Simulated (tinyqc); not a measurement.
## In-plane mass from two subband densities

Problem. At zero temperature each occupied subband holds N_k = D (EF - E_k), D = md m0 q/(pi hbar^2) per eV. Two subbands are occupied. Find md, EF - E1 and EF - E2.

Constants: q = 1.602176634e-19 C, hbar = 1.054571817e-34 J s, m0 = 9.1093837015e-31 kg. Results are converted to the units shown.

N1, N2 (cm^-2): [9.8646304e11, 2e11]
E2 - E1 = 28.1 meV

Answer. N1 - N2 = D (E2 - E1) gives D and so md; each N_k/D is a distance to EF.

md = 0.0670 m0
EF - E1 = 35.2 meV
EF - E2 = 7.15 meV

Numbers from tinyqc (`OMP_NUM_THREADS=1 python tinyqc.py 2140065 2140066 out.jsonl`; about 1 s on one thread of a shared Intel Xeon 2.30GHz).
